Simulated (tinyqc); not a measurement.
Chemical vapour deposition: Grove model, boundary layer, depletion and step coverage: one step, computed by the program tinyqc.

A precursor diffuses to the surface and reacts there at first order; each molecule that reacts adds one formula unit of film.

Problem. Step coverage in a trench. In a long trench of width w and depth l = aspect ratio x w: Knudsen diffusivity D_K = (2w) c/3 (hydraulic diameter 2w), combined as 1/D_e = 1/D_K + 1/D; D_e d2C/dz2 = 2 k_s C/w with D_e dC/dz = -k_s C at the floor. With m = sqrt(2 k_s/(w D_e)): C(floor)/C(top) = 1/[cosh(m l) + (k_s/(D_e m)) sinh(m l)].

Inputs (values chosen for the exercise, close to those used for silicon dioxide from an alkoxysilane): temperature T = 650 C; trench width w = 0.033 um; aspect ratio of the trench = 26.

Reactor: horizontal, reduced pressure.

mean speed c = 30654.32 cm/s

gas diffusivity D = 23.68862 cm^2/s

surface rate constant k_s = 0.2102506 cm/s

Give: Knudsen diffusivity D_K; effective diffusivity D_e; modulus m l; step coverage.

Solution.

Knudsen diffusivity D_K = 0.06744 cm^2/s

effective diffusivity D_e = 0.06725 cm^2/s

modulus m l = 0.1181

step coverage = 0.9928

Caution: the hydraulic-diameter form of D_K is rough for a slit.
